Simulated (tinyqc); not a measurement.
Wafer bonding and layer transfer: bond energy, gap closing, particles, bonding of dissimilar wafers and hydrogen blisters: one step, computed by the program tinyqc.

gamma is the energy per area of each of the two surfaces; plates are isotropic.

Problem. Blistering after hydrogen implantation. A flat crack of radius r under a layer of thickness d, as a clamped plate: centre height w = 3 p r^4/(16 E' d^3), volume pi r^2 w/3, energy release G = 3 p^2 r^4/(32 E' d^3), E' = E1/(1 - nu^2). It grows when G = 2 gamma_s. The gas comes from the area pi r^2: p V = (dose x share/2) pi r^2 k_B T, and G = p w/2 = (3/2) N k_B T with N the H2 molecules per area. Share needed: G = 2 gamma_s. The pressure and height at growth are given for r = 10 d.

Inputs (values chosen for the exercise, with wafer 1 close to silicon):

| quantity | value | unit |
|---|---|---|
| Young's modulus E1 | 147 | GPa |
| Poisson ratio nu | 0.28 | - |
| implant depth d | 0.22 | micrometre |
| hydrogen dose | 3.3 | 1e16/cm^2 |
| share of the dose released as H2 | 0.25 | - |
| surface energy of the weakened plane gamma_s | 0.72 | J/m^2 |
| anneal temperature T | 775 | K |

Constants: k_B = 1.380649e-23 J/K.

Give: energy release G; share of the dose needed; pressure at growth; height at growth.

Solution.

energy release G = 0.66206 J/m^2

share of the dose needed = 0.54375

pressure at growth = 33.371 MPa

height at growth = 86.302 nm

The released gas does not suffice by this estimate. In this plate limit G depends on neither r nor d.
